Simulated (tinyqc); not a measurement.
What each parameter does: band edges of strained Si(1-x)Ge(x) on relaxed Si(1-y)Ge(y).

Values are linear in the Ge fraction but for ED(x) = linear - CD x (1 - x) and a(x) = linear - Ca x (1 - x). Energies are on the common scale of Ev.

Coherent growth on a (001) face: e_par = (a(y) - a(x))/a(x), e_perp = -2 (C12/C11) e_par; exx = eyy = e_par, ezz = e_perp, no shear.

A valley with unit axis u lies at Ev + gap + (av + a_valley) tr(e) + Xu (u.e.u - tr(e)/3); the Delta axes are x, y, z and the L axes [111], [1-1-1], [-11-1], [-1-11]. The second-order shift of the Delta valleys under shear is left out; it lowers the pair normal to the sheared plane by tens of meV at a shear of 1 %.

Valence edges: Ev plus the levels of the 6 x 6 matrix of X, Y, Z times spin with -Dso/3 + l exx + m (eyy + ezz) on the diagonal (cyclic), n exy off it, l = av + 2 b, m = av - b, n = sqrt(3) d. Spin-orbit term (Dso/3) L.sigma on X, Y, Z with (L_k)_ij = -i epsilon_kij: <X+|H|Y+> = -i Dso/3, <X+|H|Z-> = Dso/3, <Y+|H|Z-> = -i Dso/3, <Z+|H|X-> = -Dso/3, <Z+|H|Y-> = i Dso/3, <X-|H|Y-> = i Dso/3, and their conjugates; + and - are the spin along z.

Inputs chosen for the exercise (end members near Si and Ge, in this order; not measured data):
- a = (5.431, 5.66) angstrom (lattice constant)
- Dso = (0.044, 0.29) eV (spin-orbit splitting)
- av = (2.43, 1.25) eV (valence hydrostatic potential)
- b = (-2.1, -2.57) eV (tetragonal shear potential)
- d = (-4.79, -5.26) eV (trigonal shear potential)
- C11 = (167.4, 128.5) GPa
- C12 = (64.8, 49) GPa
- C44 = (79.7, 66.9) GPa
- Ev = (0, 0.72) eV (top of the unstrained valence band)
- ED = (1.168, 0.919) eV (gap to the Delta valleys)
- EL = (1.977, 0.727) eV (gap to the L valleys)
- aD = (1.73, 1.2) eV (hydrostatic potential of the Delta gap)
- aL = (-3.01, -2.62) eV (hydrostatic potential of the L gap)
- XuD = (8.8, 9.74) eV (uniaxial potential, Delta)
- XuL = (15.93, 14.88) eV (uniaxial potential, L)
- CD = 0.183 eV (bowing of the Delta gap)
- Ca = 0 angstrom (bowing of the lattice constant)
- face = 001 (growth face)
- x = 0.33 (Ge fraction of the layer)
- y = 0 (Ge fraction of the relaxed buffer)

dEc = Ec(buffer) - Ec(layer), dEv = Ev(layer) - Ev(buffer); buffer edges Ev(y) and Ev(y) + min(ED, EL).

One parameter was then changed.

Results before and after:

| case | gap (eV) | valence splitting (meV) | dEc (eV) | dEv (eV) |
|---|---|---|---|---|
| base | 0.8905 | 59.7 | 0.0195 | 0.2580 |
| changed | 0.8866 | 59.7 | 0.0234 | 0.2580 |

Which of these changes was made? (a) CD = 0.233 eV; (b) av = (2.794, 1.438) eV; (c) d = (-5.508, -6.049) eV; (d) x = 0.36; (e) Ev = (0, 0.828) eV; (f) Dso = (0.051, 0.333) eV; (g) aD = (1.989, 1.38) eV; (h) y = 0.03.

Answer: (g) aD = (1.989, 1.38) eV. Of the candidates, run in turn, only this one gives the changed row.

All candidates:

| case | gap (eV) | valence splitting (meV) | dEc (eV) | dEv (eV) |
|---|---|---|---|---|
| base | 0.8905 | 59.7 | 0.0195 | 0.2580 |
| x = 0.36 | 0.8672 | 64.0 | 0.0184 | 0.2824 |
| y = 0.03 | 0.9046 | 57.4 | 0.0161 | 0.2345 |
| CD = 0.233 eV | 0.8795 | 59.7 | 0.0305 | 0.2580 |
| av = (2.794, 1.438) eV | 0.8905 | 59.7 | 0.0246 | 0.2528 |
| d = (-5.508, -6.049) eV | 0.8905 | 59.7 | 0.0195 | 0.2580 |
| aD = (1.989, 1.38) eV | 0.8866 | 59.7 | 0.0234 | 0.2580 |
| Dso = (0.051, 0.333) eV | 0.8905 | 64.8 | 0.0195 | 0.2580 |
| Ev = (0, 0.828) eV | 0.8905 | 59.7 | -0.0162 | 0.2936 |

The lowest valleys of the layer are Delta4, so among the conduction-band potentials only those of that family reach the gap and dEc; the buffer is unstrained. A shift large enough to swap the lowest family would change that.

(tinyqc, `OMP_NUM_THREADS=1 python tinyqc.py 1051086 1051087 out.jsonl`, Intel(R) Xeon(R) Processor @ 2.30GHz, 1 thread, shared host, about 0.02 s.)
